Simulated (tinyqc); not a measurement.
# Capacitance measurement on a leaky thin oxide: effects of series resistance and leakage: two studies

The device is a capacitance C in parallel with a leakage conductance G, in series with Rs and Ls. An impedance meter reports either a parallel pair (Cp, Gp) from Y = 1/Z = Gp + i w Cp or a series pair (Cs, Rm) from Z = Rm + 1/(i w Cs); w = 2 pi f, dissipation D = Gp/(w |Cp|).

Inputs (values chosen for the exercise); values of the order met in thin-oxide MOS capacitors:
- eox = 3.9 (relative permittivity of the gate insulator (close to silicon dioxide))
- tox = 4 nm (insulator thickness)
- A = 10000 um^2 (gate area)
- zc = 0.51 nm (oxide-equivalent thickness added by the accumulation layer)
- zp = 0.1 nm (oxide-equivalent thickness added by gate depletion)
- Jg = 1.6 A/cm^2 (gate leakage current density, not matched to the thickness)
- Vs = 0.39 V (voltage for an e-fold rise of the leakage)
- Rs = 18 ohm (series resistance)
- Ls = 260 nH (series inductance)
- f = 1e6 Hz (measuring frequency)

Constants: eps0 = 8.8541878128e-14 F/cm where lengths are in cm. Results are converted to the units shown.

Each table varies one quantity; the others keep the values above.

## Readings against frequency

EOT = 3.9 tox/eox; CET = EOT + zc + zp; C = 3.9 eps0 A/CET; G = Jg A/Vs. Z = Rs + i w Ls + 1/(G + i w C); CET read from Cp = 3.9 eps0 A/Cp; errors under 0.001 % are printed as 0.

The same in every row: C (pF) = 74.905.

Result of one run:
```
f (Hz)	Cp (pF)	Cs (pF)	D	error of Cp (%)	error of Cs (%)	CET read from Cp (nm)
3000	73.768	6.3278e6	292.88	-1.52	8.45e6	4.6811
```

What becomes of these results when the measuring frequency f is changed from 3000 to 30000 Hz, all else the same?

Result of the changed run:
```
f (Hz)	Cp (pF)	Cs (pF)	D	error of Cp (%)	error of Cs (%)	CET read from Cp (nm)
30000	73.768	63353	29.288	-1.52	8.45e4	4.6811
```

The whole series:
```
f (Hz)	Cp (pF)	Cs (pF)	D	error of Cp (%)	error of Cs (%)	CET read from Cp (nm)
1000	73.768	5.6950e7	878.64	-1.52	7.60e7	4.6811
3000	73.768	6.3278e6	292.88	-1.52	8.45e6	4.6811
10000	73.768	5.6957e5	87.864	-1.52	7.60e5	4.6811
30000	73.768	63353	29.288	-1.52	8.45e4	4.6811
1e5	73.768	5770.0	8.7873	-1.52	7600	4.6810
3e5	73.772	707.77	2.9316	-1.51	845	4.6808
1e6	73.818	132.00	0.88780	-1.45	76.2	4.6779
3e6	74.218	81.843	0.32053	-0.917	9.26	4.6527
1e7	79.048	81.812	0.18702	5.53	9.22	4.3684
3e7	131.82	243.84	0.92185	76.0	226	2.6196
```

D goes from 879 through a minimum of 0.187 (at f = 1e7 Hz among the rows listed) to 0.922; without inductance its minimum lies at f = sqrt(G (1 + G Rs)/Rs)/(2 pi C) = 1.02e7 Hz. The error of Cp goes from -1.52 to 76.0 % and that of Cs from 7.60e7 to 226 %; at low frequency Cp tends to C/(1 + G Rs)^2 and Cs grows as 1 + (G/(w C))^2. One of the two readings is within 2 % of C for f = 1000, 3000, 10000, 30000, 1e5, 3e5, 1e6, 3e6 Hz. At the highest frequencies Ls raises both readings, by about w^2 Ls C in relative terms. For f = 1000, 3000, 10000, 30000, 1e5, 3e5 D exceeds 1, where the accuracy of real meters degrades in proportion to sqrt(1 + D^2).

## Effect of the series resistance

Same model as above.

The same in every row: C (pF) = 74.905; Cs (pF) = 132.00.

Effect of the series resistance:
```
Rs (ohm)	Cp (pF)	D	error of Cp (%)	error of Cs (%)	CET read from Cp (nm)
1	74.858	0.87370	-0.0638	76.2	4.6129
3	74.735	0.87536	-0.228	76.2	4.6205
10	74.306	0.88117	-0.801	76.2	4.6472
30	73.091	0.89775	-2.42	76.2	4.7244
100	68.981	0.95581	-7.91	76.2	5.0059
300	58.454	1.1217	-22.0	76.2	5.9074
1000	33.866	1.7023	-54.8	76.2	10.196
3000	10.735	3.3610	-85.7	76.2	32.168
```

As Rs goes from 1 to 3000, the error of Cp goes from -0.0638 to -85.7 %, that of Cs from 76.2 to 76.2 %, and D rises from 0.874 to 3.36. The CET read from Cp goes from 4.61 to 32.2 nm against the true 4.61 nm. Rs does not enter the imaginary part of Z, so Cs does not depend on it. For Rs = 300, 1000, 3000 D exceeds 1, where the accuracy of real meters degrades in proportion to sqrt(1 + D^2).

Program tinyqc, `OMP_NUM_THREADS=1 python tinyqc.py 2022084 2022085 out.jsonl`; Intel Xeon 2.30GHz, shared host, one thread, about 0.01 s.
